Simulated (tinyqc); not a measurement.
Off-state leakage of single and stacked transistors: one step of the calculation.

n-channel devices of unit width. Subthreshold current I(Vg, Vs, Vd) = I0 (T/300 K)^0.5 exp[(Vg - Vs - VT(T) - gb (Vs - Vb) + dd (Vd - Vs))/(nf Vt)] (1 - exp(-(Vd - Vs)/Vt)), VT(T) = VT - cT (T - 300 K). Gate-edge tunnelling Ig (Vd/1 V) exp(ag (Vd - 1 V)), for a gate at 0 V, and band-to-band leakage Ab u exp(-Bb/u), u = Vd - Vb + 1 V, flow at a drain held at V; both are taken as independent of T. In a stack of off transistors (all gates at 0 V) the same subthreshold current passes through each.

Question. Leakage of one transistor. Vg = Vs = 0, Vd = V; effective threshold VT(T) - gb Vb - dd V.

Values chosen for this exercise; values of the order met in bulk silicon logic transistors: temperature T = 300 K; supply voltage V = 0.8 V; threshold at 300 K, zero drain and body bias VT = 0.32 V; fall of the threshold with temperature cT = 0.7 mV/K; current at threshold at 300 K I0 = 0.93 uA/um; slope factor nf = 1.32; drain-induced lowering per volt dd = 0.14; rise of the threshold per volt of source-body bias gb = 0.2; gate-edge tunnelling current at 1 V Ig = 2e-5 uA/um; exponential slope of the gate current ag = 4 1/V; prefactor of band-to-band leakage at the drain Ab = 10 uA/(um V); its exponential voltage Bb = 22 V; body voltage Vb = 0 V.

Constants: q = 1.602176634e-19 C, kB = 1.380649e-23 J/K, Vt = kB T/q. Results are converted to the units shown.

Give: effective threshold; parts; total; shares.

Answer.

effective threshold = 0.20800 V
parts (nA/um): subthreshold 2.0957, gate edge 0.0071893, band-to-band 0.088558
total = 2.1914 nA/um
shares (%): subthreshold 95.631, gate edge 0.32806, band-to-band 4.0411

The subthreshold part is the largest.

Computed by the program tinyqc: `OMP_NUM_THREADS=1 python tinyqc.py 2242188 2242189 out.jsonl`, one thread of a shared Intel Xeon 2.30GHz, about 0.03 s for the whole run.
